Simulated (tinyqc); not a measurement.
Reverse leakage of an n+-p junction: diffusion, generation, trap-assisted and band-to-band tunnelling: leakage components against the temperature.

One-sided abrupt junction in the depletion approximation, x from the junction (0) to W on the p side, field F = F0 (1 - x/W). Flat quasi-Fermi levels, long p side. Traps generate through SRH with both lifetimes shortened by 1 + Gamma (Hurkx enhancement, form for moderate fields); band-to-band generation is local and needs a total bending above Eg.

Nc and Nv are given at 300 K and scale as (T/300 K)^1.5; all else is held fixed. ni = sqrt(Nc Nv) exp(-Eg/(2 Vt)), Eg in volts; Vbi = Vt ln(Na Nd/ni^2); W = sqrt(2 eps0 eps_r (Vbi + VR)/(q Na)); F0 = 2 (Vbi + VR)/W; FG = sqrt(24 mt m0 (kB T)^3)/(q hbar); J_diff = q ni^2 sqrt(Dn/tau)(1 - exp(-VR/Vt))/Na. u = (Vbi + VR)(1 - x/W)^2, p = Na exp(-u/Vt), n = Nd exp((u - Vbi - VR)/Vt); G0 = ni^2 (1 - exp(-VR/Vt))/(tau (n + p + 2 ni cosh(Et/Vt))); Gamma = 2 sqrt(3 pi)(F/FG) exp((F/FG)^2); trap-assisted part G0 Gamma; G_bb = Ab F^2.5 exp(-Bb/F) with F in V/cm, zero unless Vbi + VR > Eg. Currents are q times the integrals over 0 to W; J_bb under 1e-8 of J is printed as 0; rows with F0/FG above 2.2, beyond the range of this Gamma, are left out.

Values chosen for this exercise; band and dielectric values close to those of silicon: band gap Eg = 1.1 eV; relative permittivity eps_r = 11.7; conduction-band density of states at the reference temperature Nc = 2.81e19 cm^-3; valence-band density of states at the reference temperature Nv = 2.67e19 cm^-3; acceptor density of the lighter side Na = 5e17 cm^-3; donor density of the heavier side Nd = 1e20 cm^-3; SRH lifetime of both carriers at zero field tau = 2e-6 s; trap level above the intrinsic level Et = 0 eV; tunnelling mass mt = 0.26 m0; electron diffusion coefficient on the lighter side Dn = 27 cm^2/s; band-to-band prefactor Ab = 2.4e14 cm^-0.5 V^-2.5 s^-1; band-to-band field constant Bb = 1.94e7 V/cm; reverse bias VR = 2.1 V.

Constants: q = 1.602176634e-19 C, kB = 1.380649e-23 J/K, hbar = 1.054571817e-34 J s, m0 = 9.1093837015e-31 kg, Vt = kB T/q, eps0 = 8.8541878128e-14 F/cm where lengths are in cm. Results are converted to the units shown.

Leakage components against the temperature:
```
T (K)  F0 (kV/cm)  F0/FG  J_diff (A/cm^2)  J_SRH (A/cm^2)  J_TAT (A/cm^2)  J_bb (A/cm^2)  J (A/cm^2)              largest part
280           697   2.05         1.14e-14        5.97e-10         5.04e-8        3.54e-9     5.45e-8  trap-assisted tunnelling
310           695   1.76         1.28e-12         6.37e-9         2.30e-7        3.28e-9     2.40e-7  trap-assisted tunnelling
340           693   1.53         6.37e-11         4.55e-8         9.10e-7        3.03e-9     9.58e-7  trap-assisted tunnelling
370           692   1.34          1.72e-9         2.39e-7         3.10e-6        2.79e-9     3.34e-6  trap-assisted tunnelling
400           690   1.19          2.89e-8         9.89e-7         9.18e-6        2.55e-9     1.02e-5  trap-assisted tunnelling
430           688   1.07          3.33e-7         3.39e-6         2.41e-5        2.33e-9     2.78e-5  trap-assisted tunnelling
```

J rises from 5.45e-8 to 2.78e-5 A/cm^2. Trap-assisted tunnelling leads at T = 280 and in all other rows. Activation energies over the table: 1.19 eV for diffusion (Eg = 1.1 eV, raised by the T^3 of ni^2), 0.598 eV for SRH generation (Eg/2 + |Et| = 0.550 eV), 0.427 eV for the trap-assisted part, lower since Gamma grows on cooling; the total shows 0.369 eV at the cold end and 0.496 eV at the hot end.

Range of the model: The n+ side is degenerate, so Vbi from Boltzmann statistics is only a guide.

Numbers from tinyqc (`OMP_NUM_THREADS=1 python tinyqc.py 2290095 2290096 out.jsonl`; about 0.01 s on one thread of a shared Intel Xeon 2.30GHz).
